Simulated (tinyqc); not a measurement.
Inside a calculation. Model: epitaxial growth on a vicinal surface: Burton-Cabrera-Frank step flow, step-edge barrier and island nucleation. Computed by tinyqc, a small Python program that keeps every step. Command: `OMP_NUM_THREADS=1 python tinyqc.py 3027377 3027378 out.jsonl stepflow walk`. One thread of a shared host (Intel(R) Xeon(R) Processor @ 2.30GHz), about 0.01 s of CPU time with the checks. Intermediate numbers are printed to about 6 digits and carried at full precision; extremes and crossings named in words are read from the listed rows.

Adatoms land at rate F, hop on a square grid (a simplification for hexagonal faces), desorb, or join steps. Lengths are in units of a and n is the adatom coverage. Steps ascend at x = 0 and descend at x = l.

Inputs (values chosen for the exercise, close to those used for GaN(0001)):
```
quantity,value,unit
site spacing a,3.19,angstrom
step height h,2.59,angstrom
diffusion barrier E_d,1.36,eV
desorption energy E_a,3.02,eV
adatom formation energy E_f,1.16,eV
step-edge barrier E_s,0.26,eV
attempt frequency nu,5,THz
deposition rate F,3.2,layers/s
miscut angle,0.5,degrees
temperature T,930,C
critical nucleus size i,3,-
binding energy of the critical nucleus E_i,0.59,eV
```

Constants: k_B = 8.617333262e-05 eV/K.

## Scales

D = nu exp(-E_d/(k_B T)) (a^2/s, nu counted per direction); tau = exp(E_a/(k_B T))/nu; x_s = sqrt(D tau); n_eq = exp(-E_f/(k_B T)); terrace width l = h/(a tan(miscut)); Schwoebel length l_s = exp(E_s/(k_B T)) - 1. Temperatures in kelvin are T(C) + 273.15.

D = 1.00502e+07 a^2/s

lifetime tau = 0.893851 s

diffusion length x_s = 2997.23 a

equilibrium coverage n_eq = 1.38347e-05

terrace width l = 93.0359 a

Schwoebel length l_s = 11.2770 a

l/x_s = 0.0310: nearly every adatom reaches a step.

## Terrace solution

D n'' - n/tau + F = 0 with n(0) = n_eq and -l_s n'(l) = n(l) - n_eq. With u = n - F tau, A = n_eq - F tau, y = l/x_s, s = l_s/x_s: u = A cosh(x/x_s) + B sinh(x/x_s), B = A (1 - cosh y - s sinh y)/(sinh y + s cosh y). Flux into the ascending step J+ = D B/x_s, over the descending one J- = -(D/x_s)(A sinh y + B cosh y); step velocity J+ + J-; growth rate (J+ + J-)/l. For small y: J+ + J- = (F - n_eq/tau) l, J-/J+ = l/(l + 2 l_s). The coverage peaks where n' = 0, tanh(x/x_s) = -B/A.

J+ = 164.933 atoms per step site and s

J- = 132.749 atoms per step site and s

growth rate = 3.19964 layers/s

peak coverage = 4.36789e-04

position of the peak = 51.5469 a

0.011 % of the flux desorbs; even closely spaced steps lose n_eq/tau, 4.8e-4 % of F. The ascending step takes 55.4 %: the barrier makes an uphill current, which evens out terrace widths but makes steps meander and favours mounds on wide terraces.

## Step flow or islands

Island density on a flat surface without desorption: N = 0.25 (F/D)^(i/(i+2)) exp(E_i/((i+2) k_B T)) per site, with E_i = 0 for i = 1; spacing l_n = N^(-1/2). Step flow needs an effective width l_eff = 2 x(peak) below l_n.

island density N on a flat surface = 9.86292e-05 per site

island spacing l_n = 100.693 a

ratio l_eff/l_n = 1.02385

The growth lies near the transition between step flow and nucleation. Caution: the prefactor 0.25 and the criterion are estimates, good to a factor of about two in length.

## Growth mode over temperature

x(peak) solves tanh(x/x_s) = -B/A. Rows where evaporation outweighs deposition are left out.

Scales:
```
T (C),x_s (a),l_s (a),incorporated share,l_n (a),l_eff/l_n
730,14787.0,19.2408,0.999995,41.019,2.65677
780,9373.7,16.5474,0.999988,53.013,2.01998
830,6192.7,14.4106,0.999973,66.938,1.57630
880,4241.0,12.6872,0.999945,82.828,1.25803
930,2997.2,11.2770,0.999889,100.693,1.02385
980,2177.7,10.1081,0.999779,120.517,0.84763
1030,1621.5,9.1279,0.999546,142.269,0.71237
1080,1234.0,8.2975,0.998988,165.899,0.60672
1130,957.5,7.5873,0.997523,191.348,0.52287
```

The ratio falls below 1 between 930 and 980 C: islands below, step flow above. Incorporation goes from 100.0 % to 99.8 %.

Checks made by the program: growth rate against F minus desorption, from a numerical solution (relative difference below 1e-10).
